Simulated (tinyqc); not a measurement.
# Changing the stress X (tension positive)

Model: strain, valley repopulation and piezoresistance in a many-valley conduction band. Computed by tinyqc, a small Python program. Command: `OMP_NUM_THREADS=1 python tinyqc.py 3029008 3029009 out.jsonl valleys sweep`. One thread of a shared host (Intel(R) Xeon(R) Processor @ 2.30GHz), about 0.05 s of CPU time with the checks.

Valleys are ellipsoids with mass m_l along the axis a and m_t across it, parabolic, with one constant relaxation time; strain shifts the valleys and leaves the masses alone. Currents are taken along [100], along the load, and along [010], across the load.

Inputs (values chosen for the exercise, modelled on silicon): longitudinal mass m_l = 0.909 m_0; transverse mass m_t = 0.189 m_0; shear deformation potential Xi_u = 9.4 eV; dilation deformation potential Xi_d = 1.1 eV; C11 = 167 GPa; C12 = 64.3 GPa; C44 = 79.8 GPa; electron density n = 3.6e+18 1/cm^3; relaxation time tau = 130 fs; temperature T = 300 K.

Valley axes: <100> (6 valleys in 3 pairs). Load: uniaxial [100].

Constants: k_B = 8.617333262e-05 eV/K; m_0 = 9.1093837015e-31 kg; k_B = 1.380649e-23 J/K; hbar = 1.054571817e-34 J s; e = 1.602176634e-19 C.

Method:
- Compliances S11 = (C11 + C12)/((C11 - C12)(C11 + 2 C12)), S12 = -C12/((C11 - C12)(C11 + 2 C12)), S44 = 1/C44; stress sigma_ij = X n_i n_j for the unit vector n of the load; e_xx = S11 sigma_xx + S12 (sigma_yy + sigma_zz), e_xy = S44 sigma_xy/2 (tensor strain).
- Herring-Vogt shift of a valley with unit axis a: dE = Xi_d tr(e) + Xi_u a.e.a.
- Each of the 6 valleys holds n_v = N_v (2/sqrt(pi)) F_1/2((E_F - dE_v)/(k_B T)), N_v = 2 (m_d k_B T/(2 pi hbar^2))^(3/2), m_d = (m_l m_t^2)^(1/3); E_F solves sum n_v = n and is counted from the unstrained edge.
- F_j(eta) = int_0^infinity x^j/(1 + exp(x - eta)) dx, without a gamma-function factor. It is evaluated after integrating by parts.
- Integrals over x = E/(k_B T) use 160 Gauss-Legendre points in u = sqrt(x) from 0 to sqrt(max(eta, 0) + 32).
- Mobility tensor mu = e tau sum_v (n_v/n) [1/m_t + (1/m_l - 1/m_t) a a^T]; unstrained mu_0 = e tau (1/m_l + 2/m_t)/3; resistivity along d from the inverse tensor, rho_d = d.mu^-1.d/(n e), mobility along d = 1/(d.mu^-1.d); gauge pi_d = (rho_d/rho_0 - 1)/X.

One run for each value; columns: (1) stress X (tension positive) (MPa); (2) mobility along the first direction (cm^2/(V s)); (3) mobility along the second direction (cm^2/(V s)); (4) Fermi level E_F (meV); (5) splitting (highest minus lowest) (meV):
```
(1)     (2)   (3)     (4)    (5)
-2000   253  1209  -170.9  183.1
-1560   260  1205  -138.0  142.8
-1110   293  1189  -105.1  101.6
-667    417  1127   -76.0   61.0
-222    718   977   -55.9   20.3
222    1028   822   -49.3   20.3
667    1164   753   -52.1   61.0
1110   1200   736   -58.2  101.6
1560   1208   732   -65.2  142.8
2000   1209   731   -72.3  183.1
```

Over the rows, mobility along the first direction (cm^2/(V s)) rises from 253 to 1210; mobility along the second direction (cm^2/(V s)) falls from 1210 to 731; Fermi level E_F (meV) goes from -171 through a maximum among these rows, -49.3 at 222, to -72.3. The sign of the stress decides which valleys drop; electrons gather there, and each direction then sees the mix of light and heavy mass that those valleys present to it, until the upper valleys are empty.

Caution (rows -2000, -1560, -1110, 1110, 1560, 2000): strain near 1 % also warps the bands and changes masses and intervalley scattering, which this model leaves out.

Extremes, crossings and ranges named in words are read from the listed rows.
